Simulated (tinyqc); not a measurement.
# Off-state leakage of single and stacked transistors: two studies

n-channel devices of unit width. Subthreshold current I(Vg, Vs, Vd) = I0 (T/300 K)^0.5 exp[(Vg - Vs - VT(T) - gb (Vs - Vb) + dd (Vd - Vs))/(nf Vt)] (1 - exp(-(Vd - Vs)/Vt)), VT(T) = VT - cT (T - 300 K). Gate-edge tunnelling Ig (Vd/1 V) exp(ag (Vd - 1 V)), for a gate at 0 V, and band-to-band leakage Ab u exp(-Bb/u), u = Vd - Vb + 1 V, flow at a drain held at V; both are taken as independent of T. In a stack of off transistors (all gates at 0 V) the same subthreshold current passes through each.

Values chosen for this exercise; values of the order met in bulk silicon logic transistors:
```
symbol  value       unit                                             meaning
T         398          K                                         temperature
V           1          V                                      supply voltage
VT       0.42          V        threshold at 300 K, zero drain and body bias
cT        0.7       mV/K              fall of the threshold with temperature
I0       0.56      uA/um                       current at threshold at 300 K
nf       1.18                                                   slope factor
dd       0.13                                drain-induced lowering per volt
gb       0.17             rise of the threshold per volt of source-body bias
Ig       2e-6      uA/um                 gate-edge tunnelling current at 1 V
ag        4.9        1/V               exponential slope of the gate current
Ab         50  uA/(um V)      prefactor of band-to-band leakage at the drain
Bb         22          V                             its exponential voltage
Vb          0          V                                        body voltage
```

Constants: q = 1.602176634e-19 C, kB = 1.380649e-23 J/K, Vt = kB T/q. Results are converted to the units shown.

Each table varies one quantity; the others keep the values above.

## Subthreshold current against the height of the stack

All n gates at 0 V, bottom source at 0 V, top drain at V; node voltages follow from equal currents.

Subthreshold current against the height of the stack:
columns A: n; B: I (nA/um); C: reduction factor; D: drain voltage of the bottom device (mV); E: source voltage of the top device (mV); F: voltage across the top device (V)
```
A        B      C      D      E       F
1    2.715  1.000   1000      0   1.000
2   0.1375  19.75  92.86  92.86  0.9071
3  0.06360  42.68  26.25  116.9  0.8831
4  0.04092  66.33  15.13  130.6  0.8694
5  0.03007  90.27  10.60  140.2  0.8598
6  0.02374  114.4  8.151  147.5  0.8525
```

The second transistor cuts the current by a factor of 19.7, the third by a further 2.16 and the sixth by 1.27. The top device keeps 85.2 % of the supply at n = 6, while the drain voltage of the bottom one falls to 0.238 Vt.

## Leakage components against the body voltage

Same model as above.

One transistor with Vg = Vs = 0, Vd = V; stack factor I(one)/I(two in series).

The same in every row: gate edge (nA/um) = 0.002000; stack factor = 19.75.

Result of one run:
```
Vb (V)  subthreshold (nA/um)  band-to-band (nA/um)  total (nA/um)  largest part
-1.2                 0.01756                 165.3          165.3  band-to-band
```

What becomes of these results when the body voltage Vb is changed from -1.2 to 0 V, all else the same?

Result of the changed run:
```
Vb (V)  subthreshold (nA/um)  band-to-band (nA/um)  total (nA/um)  largest part
0                      2.715                 1.670          4.387  subthreshold
```

The whole series:
```
Vb (V)  subthreshold (nA/um)  band-to-band (nA/um)  total (nA/um)  largest part
0.2                    6.289                0.4428          6.733  subthreshold
0                      2.715                 1.670          4.387  subthreshold
-0.2                   1.172                 4.994          6.168  band-to-band
-0.4                  0.5058                 12.54          13.04  band-to-band
-0.6                  0.2183                 27.49          27.71  band-to-band
-0.8                 0.09424                 54.18          54.27  band-to-band
-1                   0.04068                 98.01          98.05  band-to-band
-1.2                 0.01756                 165.3          165.3  band-to-band
-1.4                0.007580                 263.2          263.2  band-to-band
```

As Vb goes from 0.2 to -1.4, the total leakage goes from 6.73 through a minimum of 4.39 (at Vb = 0 among the rows listed) to 263 nA/um. The subthreshold part leads at Vb = 0.2, the band-to-band part from -0.2 on. The exact minimum lies at Vb = -0.0140 V: reverse body bias lowers the subthreshold part by a decade every nf Vt ln 10/gb = 0.548 V but raises the band-to-band part. The reduction by a stack of two stays at 19.7, for the subthreshold part alone. For Vb = 0.2 the body is forward biased; the junction current, left out, is still small at this voltage.

Numbers from tinyqc (`OMP_NUM_THREADS=1 python tinyqc.py 2242259 2242260 out.jsonl`; about 0.03 s on one thread of a shared Intel Xeon 2.30GHz).
